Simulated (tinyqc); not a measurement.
What each parameter does: donor level screened by free carriers (Yukawa potential).

Screening wave number: Debye ks^2 = 4 pi q n/(eps kB T); Thomas-Fermi ks^2 = 6 pi q n/(eps EF) with EF = c (3 pi^2 n/gv)^(2/3)/m, c = hbar^2/2m0; the two are joined by 1/ks^2 = sqrt(1/ks_D^4 + 1/ks_TF^4). 1e18/cm^3 = 1e-6/angstrom^3, q = e^2/(4 pi eps0).

Potential -(q/(eps r)) exp(-ks r), q = e^2/(4 pi eps0). In units Ry* = Ry m/eps^2 and a* = a0 eps/m the problem is [-Laplacian - 2 exp(-x r)/r] psi = E psi with x = ks a*.

Converged values use 18 functions exp(-z r), z = 1.55^i, i = -11 to 6: S = 2/A^3, H = z_i z_j S - 2/(A + x)^2, A = z_i + z_j.

Constants: e^2/(4 pi eps0) = 14.39964547 eV angstrom; kB = 8.617333262e-05 eV/K; hbar^2/2m0 = 3.80998211 eV angstrom^2; Ry = 13.60569312 eV; a0 (Bohr radius) = 0.5291772105 angstrom.

Parameters, chosen for this exercise (near those of a donor in 4H SiC, with one mean mass; not measured data): m = 0.407 m0 (mass); eps = 10 (dielectric constant); gv = 3 (valleys); T = 77 K (temperature); n = 0.033 x 1e18/cm^3 (free-carrier density).

Ry* = Ry m/eps^2, a* = a0 eps/m, x = ks a* with the joined ks; converged binding. Each row changes one parameter from the base and keeps the others.

Results:

| case | 1/ks (angstrom) | x | binding in Ry* | binding (meV) |
|---|---|---|---|---|
| base | 105.5 | 0.123 | 0.775 | 42.89 |
| n = 0.0165 x 1e18/cm^3 | 149.1 | 0.087 | 0.836 | 46.32 |
| T = 137 K | 140.6 | 0.092 | 0.827 | 45.81 |
| m = 0.456 m0 | 105.5 | 0.110 | 0.797 | 49.44 |
| eps = 9.2 | 101.2 | 0.118 | 0.783 | 51.23 |
| gv = 4 | 105.4 | 0.123 | 0.775 | 42.89 |

The largest shifts from the base row, up to three for each result and ties (the steps differ in size, so this ranks the rows, not the parameters). 1/ks (angstrom): n +43.6, T +35.2, eps -4.3; unchanged at the printed digits by m. x: n -0.036, T -0.031, m -0.013; unchanged at the printed digits by gv. binding in Ry*: n +0.062, T +0.053, m +0.022; unchanged at the printed digits by gv. binding (meV): eps +8.34, m +6.55, n +3.42; unchanged at the printed digits by gv.

Computed by tinyqc, a small Python program: `OMP_NUM_THREADS=1 python tinyqc.py 1281075 1281076 out.jsonl` (the numbers bound the seed that draws the inputs); one thread of a shared host (Intel(R) Xeon(R) Processor @ 2.30GHz), about 0.01 s for the whole set of steps.
